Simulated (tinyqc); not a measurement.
# Biaxially strained (001) channel, valley splitting in an inversion layer: effects of single changes

A thin layer grown on a relaxed buffer is stretched in the plane. The two valleys with their long axis along the growth direction (D2) sink against the four in-plane ones (D4); confinement in a triangular well splits them too. Only the lowest subband of each set is kept; one relaxation time, so the weakening of intervalley scattering is left out.

Inputs (values chosen for the exercise); values close to those of silicon on relaxed silicon-germanium:
```
symbol,value,unit,meaning
T,300,K,temperature
x,0.36,,germanium share of the relaxed buffer
b1,0.0418,,lattice mismatch per unit x
c11,162,GPa,elastic constant
c12,62.9,GPa,elastic constant
Xu,9.01,eV,shear deformation potential
ml,0.941,m0,longitudinal mass
mt,0.187,m0,transverse mass
F,0.39,MV/cm,confining field
Ns,8.8e11,cm^-2,inversion density
bv,0.384,nm,Burgers vector
```

Constants: q = 1.602176634e-19 C, kB = 1.380649e-23 J/K, hbar = 1.054571817e-34 J s, m0 = 9.1093837015e-31 kg, Vt = kB T/q, hbar^2/(2 m0) = 0.0380998212 eV nm^2. Results are converted to the units shown.

Each table varies one quantity; the others keep the values above.

## Effect of the germanium share of the relaxed buffer

e_par = b1 x, e_perp = -2 (c12/c11) e_par, splitting D = Xu (e_par - e_perp), in-plane stress (c11 + c12 - 2 c12^2/c11) e_par. Levels E(m) = 2.33811 (hbar^2 q^2 F^2/(2 m))^(1/3): E2 = E(ml), E4 = E(mt) + D; N2 = 2 mt kB T/(pi hbar^2), N4 = 4 sqrt(mt ml) kB T/(pi hbar^2). EF solves Ns = N2 ln(1 + exp((EF - E2)/Vt)) + N4 ln(1 + exp((EF - E4)/Vt)); f2 is the share in D2, and 1/mc = f2/mt + (1 - f2)(1/mt + 1/ml)/2. Critical thickness (Matthews-Blakeslee, 60-degree dislocations): h = bv (1 - nu/4)[ln(h/bv) + 1]/(4 pi e_par (1 + nu)), nu = c12/(c11 + c12). The gain is mc(x = 0)/mc.

The same in every row: f2 without strain = 0.72596.

Results:
```
x,D (meV),f2,mc (m0),gain,critical thickness (nm)
0.03,20.072,0.84989,0.19897,1.0558,119.36
0.09,60.217,0.96342,0.18978,1.1069,32.018
0.15,100.36,0.99200,0.18760,1.1197,16.960
0.21,140.51,0.99829,0.18713,1.1226,11.024
0.27,180.65,0.99964,0.18703,1.1232,7.9249
0.39,260.94,0.99998,0.18700,1.1233,4.8047
0.45,301.09,1.0000,0.18700,1.1233,3.9255
```

Estimate the missing row, x = 0.33.

Computed row:
```
x,D (meV),f2,mc (m0),gain,critical thickness (nm)
0.33,220.80,0.99992,0.18701,1.1233,6.0492
```

With this row back in the table: As x goes from 0.03 to 0.45, f2 rises from 0.850 to 1.00 (without strain: it stays at 0.726) and the gain rises from 1.06 to 1.12. The gain cannot pass 1.123, reached when D4 is empty, while the critical thickness falls from 119 to 3.93 nm.

## Effect of the confining field

Same model as above.

The same in every row: D (meV) = 240.87.

Effect of the confining field:
```
F (MV/cm),f2 without strain,f2,mc (m0),gain
0.1,0.37785,0.99984,0.18701,1.3319
0.3,0.64035,0.99995,0.18700,1.1683
0.5,0.80573,0.99998,0.18700,1.0844
0.7,0.89719,0.99999,0.18700,1.0430
0.9,0.94513,0.99999,0.18700,1.0225
1.1,0.97012,1.0000,0.18700,1.0121
1.3,0.98334,1.0000,0.18700,1.0067
1.5,0.99049,1.0000,0.18700,1.0038
```

What does the table show?

As F goes from 0.1 to 1.5 MV/cm, f2 stays near 1.00 (without strain: it rises from 0.378 to 0.990) and the gain falls from 1.33 to 1.00. Strong confinement already empties D4, so strain has less to move.

Numbers from tinyqc (`OMP_NUM_THREADS=1 python tinyqc.py 2530103 2530104 out.jsonl`; about 0.01 s on one thread of a shared Intel Xeon 2.30GHz).
